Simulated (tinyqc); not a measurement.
Effective-mass impurity with a central-cell term, in a basis of Slater functions: one step, computed by the program tinyqc. Command: `OMP_NUM_THREADS=1 python tinyqc.py 3013695 3013696 out.jsonl centralcell walk`. One thread of a shared host (Intel(R) Xeon(R) Processor @ 2.30GHz), about 0.01 s of CPU time with the checks.

The envelope obeys H = -nabla^2 - (2/r) [Z + A exp(-kappa r)] in effective units, with kappa = a*/lambda; positive A deepens the well near the core.

Problem. Matrices over the s basis. zeta_i = zeta_1 beta^(i-1), i = 1..n. For s functions exp(-zeta r), with s = zeta_i + zeta_j: S = 2/s^3, T = zeta_i zeta_j S, V = -2 Z/s^2, W = -2 A/(s + kappa)^2; each function is normalised by dividing by sqrt(S_ii S_jj).

Inputs (values chosen for the exercise, with screening close to that of InAs):

| quantity | value | unit |
|---|---|---|
| charge Z of the core | 1 | - |
| central-cell strength A | 4.6 | - |
| basis size n | 2 | - |
| smallest exponent zeta_1 | 0.46 | 1/a* |
| ratio beta of exponents | 2.2 | - |

Impurity: acceptor, one isotropic band.

kappa = 18.39386 1/a*

Give: exponents; overlap S; kinetic T; Coulomb V; central cell W.

Solution.

exponents (1/a*): 0.46  1.012

overlap S:
```
        1       2
1  1.0000  0.7967
2  0.7967  1.0000
```

kinetic T (Ry*):
```
         1         2
1   0.2116   0.37086
2  0.37086  1.024144
```

Coulomb V (Ry*):
```
         1        2
1    -0.92  -1.1727
2  -1.1727   -2.024
```

central cell W (Ry*):
```
            1          2
1  -0.0096025  -0.029617
2   -0.029617  -0.091489
```
